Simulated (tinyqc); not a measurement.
Pariser-Parr-Pople SCF with singles CI, for the molecule C=CC=CC=CN=C (SMILES; centres numbered as the heavy atoms are written), step by step. Computed by tinyqc, a small Python program that keeps every step. Settings: charge = 0, gamma = MN, start = huckel, damping = 0, iteration cap = 57, excitations kept = 6. Command: `OMP_NUM_THREADS=1 python tinyqc.py 24864 24865 out.jsonl` (the two numbers bound the seeds that draw the settings). One thread of a shared host (Intel(R) Xeon(R) Processor @ 2.60GHz), about 0.02 s of CPU time with the checks. Later iterations appear only in the table of the cycle.

## PPP integrals

Centres (angstrom, eV; a flat drawing with bonds scaled to 1.40 angstrom):

| centre | x | y | core charge z | W | gamma_rr |
|---|---|---|---|---|---|
| 1C | -4.2520 | -0.2310 | 1 | 11.1600 | 11.1300 |
| 2C | -3.0200 | 0.4340 | 1 | 11.1600 | 11.1300 |
| 3C | -1.8280 | -0.2990 | 1 | 11.1600 | 11.1300 |
| 4C | -0.5960 | 0.3670 | 1 | 11.1600 | 11.1300 |
| 5C | 0.5960 | -0.3670 | 1 | 11.1600 | 11.1300 |
| 6C | 1.8280 | 0.2990 | 1 | 11.1600 | 11.1300 |
| 7N | 3.0200 | -0.4340 | 1 | 14.1000 | 12.3000 |
| 8C | 4.2520 | 0.2310 | 1 | 11.1600 | 11.1300 |

Resonance integrals (eV):

| i | j | beta |
|---|---|---|
| 1 | 2 | -2.6800 |
| 2 | 3 | -2.6800 |
| 3 | 4 | -2.6800 |
| 4 | 5 | -2.6800 |
| 5 | 6 | -2.6800 |
| 6 | 7 | -2.8100 |
| 7 | 8 | -2.8100 |

Mataga-Nishimoto: gamma = 14.399645/(R + a), a = 2 x 14.399645/(gamma_rr + gamma_ss); H_rr = -W_r - sum_(s != r) z_s gamma_rs; H_rs = beta for bonds.

repulsion gamma_rs (eV), lower triangle:
```
         1C       2C       3C       4C       5C       6C       7N       8C
1C  11.1300
2C   5.3455  11.1300
3C   3.8722   5.3468  11.1300
4C   2.8809   3.8722   5.3446  11.1300
5C   2.3438   2.8814   3.8722   5.3458  11.1300
6C   1.9467   2.3438   2.8809   3.8722   5.3446  11.1300
7N   1.6933   1.9642   2.3687   2.9192   3.9407   5.4783  12.3000
8C   1.4678   1.6805   1.9467   2.3438   2.8809   3.8722   5.4769  11.1300
```

core matrix H (eV), lower triangle:
```
          1C        2C        3C        4C        5C        6C        7N        8C
1C  -30.7102
2C   -2.6800  -34.5945
3C    0.0000   -2.6800  -36.7922
4C    0.0000    0.0000   -2.6800  -37.7386
5C    0.0000    0.0000    0.0000   -2.6800  -37.7694
6C    0.0000    0.0000    0.0000    0.0000   -2.6800  -36.8987
7N    0.0000    0.0000    0.0000    0.0000    0.0000   -2.8100  -37.9411
8C    0.0000    0.0000    0.0000    0.0000    0.0000    0.0000   -2.8100  -30.8288
```

## Starting guess

pi electrons, sum of z_r less the charge = 8

Orbitals of the Hueckel matrix of the beta values.

P at the start, lower triangle:
```
         1C       2C       3C       4C       5C      6C      7N      8C
1C   1.0000
2C   0.8620   1.0000
3C   0.0000   0.4950   1.0000
4C  -0.3670   0.0000   0.7576   1.0000
5C   0.0000  -0.1043   0.0000   0.5298   1.0000
6C   0.2627   0.0000  -0.3321   0.0000   0.7542  1.0000
7N   0.0000   0.0332   0.0000  -0.1028   0.0000  0.5019  1.0000
8C  -0.2310   0.0000   0.2658   0.0000  -0.3736  0.0000  0.8582  1.0000
```

## Iteration 1: Fock matrix

F_rr = H_rr + P_rr gamma_rr / 2 + sum_(s != r) P_ss gamma_rs; F_rs = H_rs - P_rs gamma_rs / 2; E = tr P (H + F) / 2 + core repulsion sum_(r<s) z_r z_s gamma_rs.

F (eV), lower triangle:
```
         1C       2C       3C       4C       5C       6C       7N       8C
1C  -5.5950
2C  -4.9838  -5.5950
3C   0.0000  -4.0033  -5.5950
4C   0.5286   0.0000  -4.7046  -5.5950
5C   0.0000   0.1503   0.0000  -4.0962  -5.5950
6C  -0.2557   0.0000   0.4784   0.0000  -4.6954  -5.5950
7N   0.0000  -0.0326   0.0000   0.1500   0.0000  -4.1847  -7.9500
8C   0.1695   0.0000  -0.2587   0.0000   0.5381   0.0000  -5.1600  -5.5950
```

pi energy = -105.4408 eV

## Iteration 1: orbitals and new P

Diagonalise F (the basis is taken as orthonormal) and form P = 2 sum c c over the lowest orbitals.

orbital energies (eV): -14.1859  -12.9742  -11.0139  -8.3661  -2.9492  -0.8355  0.9523  2.2575

P after iteration 1, lower triangle:
```
         1C       2C       3C       4C       5C       6C      7N      8C
1C   1.0006
2C   0.8872   0.9998
3C  -0.0009   0.4532   1.0013
4C  -0.3570   0.0006   0.7928   0.9981
5C   0.0016  -0.0833  -0.0026   0.4870   1.0057
6C   0.2323  -0.0020  -0.3338   0.0064   0.7909   0.9746
7N  -0.0043   0.0236   0.0077  -0.0807  -0.0215   0.4528  1.1830
8C  -0.1775  -0.0055   0.2337   0.0167  -0.3602  -0.0578  0.8683  0.8370
```

## Iteration 2: Fock matrix

As before.

F (eV), lower triangle:
```
         1C       2C       3C       4C       5C       6C       7N       8C
1C  -5.5589
2C  -5.0511  -5.5512
3C   0.0016  -3.8917  -5.5319
4C   0.5143  -0.0012  -4.7985  -5.5137
5C  -0.0019   0.1200   0.0050  -3.9818  -5.4521
6C  -0.2261   0.0023   0.4808  -0.0125  -4.7936  -5.3378
7N   0.0037  -0.0232  -0.0092   0.1177   0.0423  -4.0502  -7.8362
8C   0.1302   0.0046  -0.2274  -0.0195   0.5189   0.1120  -5.1877  -5.5835
```

pi energy = -105.7518 eV

## Iteration 2: orbitals and new P

As before.

orbital energies (eV): -13.9649  -12.8838  -10.9515  -8.4047  -2.8435  -0.7691  1.0819  2.3701

P after iteration 2, lower triangle:
```
         1C       2C       3C       4C       5C       6C      7N      8C
1C   1.0024
2C   0.8977   0.9994
3C  -0.0025   0.4338   1.0022
4C  -0.3505   0.0017   0.8091   0.9969
5C   0.0017  -0.0746  -0.0024   0.4656   1.0016
6C   0.2159  -0.0034  -0.3297   0.0105   0.8064   0.9692
7N   0.0014   0.0205   0.0004  -0.0728  -0.0128   0.4349  1.1854
8C  -0.1572  -0.0052   0.2202   0.0169  -0.3565  -0.0641  0.8778  0.8428
```

## Convergence

Stop when output and input P, before any damping, agree to 1e-7.

Course of the cycle:

| iteration | E (eV) | largest \|P(out) - P(in)\| |
|---|---|---|
| 1 | -105.440791 | 1.83e-01 |
| 2 | -105.751797 | 2.14e-02 |
| 3 | -105.772679 | 1.05e-02 |
| 4 | -105.776891 | 5.06e-03 |
| 5 | -105.777802 | 2.41e-03 |
| 6 | -105.777999 | 1.14e-03 |
| 7 | -105.778042 | 5.35e-04 |
| 8 | -105.778051 | 2.51e-04 |
| 9 | -105.778053 | 1.17e-04 |
| 10 | -105.778054 | 5.49e-05 |
| 11 | -105.778054 | 2.56e-05 |
| 12 | -105.778054 | 1.20e-05 |
| 13 | -105.778054 | 5.57e-06 |
| 14 | -105.778054 | 2.60e-06 |
| 15 | -105.778054 | 1.21e-06 |
| 16 | -105.778054 | 5.64e-07 |
| 17 | -105.778054 | 2.62e-07 |
| 18 | -105.778054 | 1.22e-07 |
| 19 | -105.778054 | 5.69e-08 |

Converged in 19 iterations.

## Converged orbitals

Charges are z - P_rr.

orbital energies (eV): -13.9644  -12.8790  -10.9543  -8.4838  -2.7763  -0.7688  1.0702  2.3476

coefficients:
```
       MO1      MO2      MO3      MO4      MO5      MO6      MO7      MO8
1C  0.0701   0.3080  -0.4559   0.4399   0.3942  -0.4243  -0.3569  -0.1900
2C  0.1317   0.4814  -0.4621   0.1930  -0.1617   0.3638   0.4829   0.3293
3C  0.2052   0.5202  -0.0319  -0.4328  -0.4019   0.1221  -0.3578  -0.4410
4C  0.2835   0.4082   0.3570  -0.3526   0.2970  -0.4120   0.0758   0.4874
5C  0.3788   0.1508   0.4757   0.3291   0.3399   0.2848   0.2886  -0.4683
6C  0.4770  -0.1137   0.2083   0.4484  -0.3759   0.1081  -0.4648   0.3823
7N  0.6015  -0.3651  -0.2837  -0.1321  -0.2264  -0.4227   0.3657  -0.2080
8C  0.3500  -0.2593  -0.3163  -0.3617   0.5105   0.4812  -0.2694   0.1212
```

pi charges: 1C -0.0022, 2C 0.0003, 3C -0.0021, 4C 0.0025, 5C -0.0016, 6C 0.0303, 7N -0.1862, 8C 0.1589

## Singles CI, singlets

Over the 6 single excitations with the smallest orbital gaps: A = (e_a - e_i) delta + 2 (ia|jb) - (ij|ab), with (pq|rs) = sum c_mp c_mq gamma_mn c_nr c_ns. f = 2/3 w |mu|^2 in atomic units, mu = sqrt2 sum c_ia sum_m c_mi c_ma R_m.

singlet CI matrix (eV), lower triangle:
```
         4>5      4>6      3>5      4>7      2>5     3>6
4>5   3.7565
4>6  -0.0243   5.3253
3>5  -0.0021   0.3920   5.7505
4>7   0.0158  -0.0203   0.2313   6.8400
2>5   0.0603   0.1752  -0.0693  -0.4047   7.3538
3>6  -0.2219  -0.2020   0.1630   0.0285  -0.0294  7.6845
```

singlet excitation energies (eV): 3.7417  5.0478  5.9342  6.6651  7.5710  7.7507

oscillator strengths: 2.2894  0.0474  0.0017  0.0052  0.1316  0.1482

## Singles CI, triplets

Over the 6 single excitations with the smallest orbital gaps: A = (e_a - e_i) delta - (ij|ab), with (pq|rs) = sum c_mp c_mq gamma_mn c_nr c_ns.

triplet CI matrix (eV), lower triangle:
```
         4>5      4>6      3>5     4>7      2>5     3>6
4>5   1.3342
4>6   0.2862   3.5901
3>5  -0.3065  -1.1677   4.0330
4>7  -0.4211  -0.0800  -0.3982  5.2098
2>5   0.1479  -0.3535  -0.2939  0.7223   5.9369
3>6  -1.1677  -0.0079   0.3366  0.9406  -0.9109  5.8901
```

triplet excitation energies (eV): 1.0088  2.5307  3.8508  5.1068  6.3900  7.1071
